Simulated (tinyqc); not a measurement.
Worked calculation: thresholds of impact ionisation and Auger recombination from band masses. Values are carried at full precision from step to step, so a last printed digit may differ when a step is redone from the rounded ones.

Parabolic bands, no phonon. At threshold the three slow carriers share one velocity. With M their total mass and m4 the mass of the fast carrier, the fast carrier has the kinetic energy E_T = G M/(M - m4) and the slow ones together E_a = G m4/(M - m4), the activation energy of the Auger rate. CCCH (fast electron): G = Eg, M = 2 me + mh, m4 = me. CHHS (hole into the split-off band): G = Eg - Dso, M = 2 mh + me, m4 = ms; this form holds for Eg > Dso (below, the process needs about Dso - Eg and is marked by a dash). CHHL (hole into the light band): G = Eg, M = 2 mh + me, m4 = ml. CHHH (fast heavy hole): G = Eg, M = 2 mh + me, m4 = mh.

Constants: kB = 8.617333262e-05 eV/K; hbar^2/2m0 = 3.80998211 eV angstrom^2.

Parameters, chosen for this exercise (near those of InAs, gap at low temperature and not tied to T; not measured data): Eg = 0.407 eV (gap at Gamma to the s-like level); Dso = 0.4 eV (spin-orbit splitting); me = 0.0263 m0 (electron mass at Gamma); mh = 0.42 m0 (heavy-hole mass); ms = 0.144 m0 (split-off mass); ml = 0.027 m0 (light-hole mass); T = 200 K (temperature).

## Thresholds of four processes

Give G, M, m4, E_T, E_a and E_a/kT.

Results:
```
process  G (eV)       M      m4  E_T (eV)  E_a (eV)  E_a/kT
CCCH     0.4070  0.4726  0.0263    0.4310    0.0240    1.39
CHHS     0.0070  0.8663  0.1440    0.0084    0.0014    0.08
CHHL     0.4070  0.8663  0.0270    0.4201    0.0131    0.76
CHHH     0.4070  0.8663  0.4200    0.7900    0.3830   22.22
```

The lowest activation energy is that of CHHS (1 meV), then CHHL (13 meV). CHHS leads because G = Eg - Dso is small. At equal G a light fast carrier takes up the energy with little momentum, so little is asked of the slow ones; CHHH asks 0.94 Eg. For equal masses E_T would be 3/2 Eg; for electrons here it is 1.059 Eg.

## Momenta at the CCCH threshold

At the threshold of the parabolic CCCH process the fast electron has E_T = Eg M/(M - me), M = 2 me + mh, and the slow carriers E_a = E_T - Eg together. It has k4 = sqrt(me E_T/c), c = hbar^2/2m0; the slow carriers share k4 in proportion to their masses. Give the wave vectors and kinetic energies, and check that they add up to E_a.

k4 = 0.05454 1/angstrom

electron, electron, hole (1/angstrom): 0.00304  0.00304  0.04847

their kinetic energies (meV): 1.33  1.33  21.31

sum = 23.98 meV

The hole carries 89 % of the momentum and of the energy of the slow carriers.

## Non-parabolicity raises the threshold

Non-parabolic fast electron: E (1 + alpha E) = c k^2/me with alpha = (1 - me)^2/Eg; the slow carriers stay parabolic, so E_T = Eg + me E_T (1 + alpha E_T)/M, M = 2 me + mh (the root between Eg and 1.9 Eg).

Give alpha, E_T, E_a = E_T - Eg and k4.

alpha = 2.3295 1/eV
E_T = 0.4600 eV
E_a = 0.05304 eV
k4 = 0.08111 1/angstrom

E_a is 2.21 times the parabolic value, since an electron at E_T above the edge has 1 + alpha E_T = 2.07 times the squared momentum, and E_T itself is 1.07 times higher.

## Temperature dependence

For non-degenerate carriers at fixed densities the Auger coefficient goes as exp(-E_a/kT), up to slowly varying powers of T. Give exp(-E_a/kT) for the parabolic and the non-parabolic CCCH value, and the characteristic temperature T0 = kT^2/E_a of each.

Boltzmann factors: 0.2487  0.04609

T0 (K): 144  65

Non-parabolicity lowers the factor by 5.4 times; direct CCCH is weak, so processes with lower thresholds can lead.

## Checks

- Largest energy that an electron at k4 can give to a pair, by numerical search, against Eg (eV): both 0.4070.

(tinyqc, `OMP_NUM_THREADS=1 python tinyqc.py 1850538 1850539 out.jsonl`, Intel(R) Xeon(R) Processor @ 2.30GHz, 1 thread, shared host, about 0.01 s.)
